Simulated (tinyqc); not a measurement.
Thermal, flicker and telegraph noise of a field-effect transistor: one step, computed by the program tinyqc. Command: `OMP_NUM_THREADS=1 python tinyqc.py 3000517 3000518 out.jsonl noise walk`. One thread of a shared host (Intel(R) Xeon(R) Processor @ 2.30GHz), about 0.01 s of CPU time with the checks.

Strong inversion, threshold roll-off and channel-length modulation left out; noise sources are uncorrelated and are given as one-sided spectral densities.

Task: Flicker noise. C_ox = 3.9 eps_0/t; V_c = 2 v_s L/mu; I = W C_ox v_s V_ov^2/(V_ov + V_c); g_m = W C_ox v_s V_ov (V_ov + 2 V_c)/(V_ov + V_c)^2; g_d0 = mu C_ox (W/L) V_ov. Tunnelling length lambda = hbar/(2 sqrt(2 m_ox phi)); flat-band noise S_Vfb = e^2 k_B T lambda N_t/(W L C_ox^2 f). S_I = g_m^2 S_Vfb (1 + alpha_sc mu C_ox I/g_m)^2.

Inputs (values chosen for the exercise, modelled on a high-k silicon transistor):
```
quantity,value,unit
width W,4,micrometre
length L,120,nm
electrical oxide thickness t,3.6,nm
mobility mu,82,cm^2/(V s)
saturation velocity v_s,0.78,1e7 cm/s
overdrive V_ov,0.21,V
oxide trap density N_t,1.5e+16,1/(eV cm^3)
oxide barrier phi,1.9,eV
oxide mass m_ox,0.25,m_0
Coulomb scattering coefficient alpha_sc,8900,V s/C
frequency f,100,Hz
temperature T,400,K
```

Operating region: saturation. Flicker model: number with correlated mobility.

drain current I = 52.94129 microampere

Constants: eps_0 = 8.8541878128e-12 F/m; hbar = 1.054571817e-34 J s; m_0 = 9.1093837015e-31 kg; e = 1.602176634e-19 C; k_B = 8.617333262e-05 eV/K.

Give: tunnelling length lambda; S_Vfb; flicker S_I; flicker S_I/I^2.

Result:

tunnelling length lambda = 1.416 angstrom

S_Vfb = 4.256e-13 V^2/Hz

flicker S_I = 1.151e-19 A^2/Hz

flicker S_I/I^2 = 4.106e-11 1/Hz

Caution: fewer than one trap per decade of time constant is active, so one device shows telegraph steps and the 1/f law is only a mean over many devices.
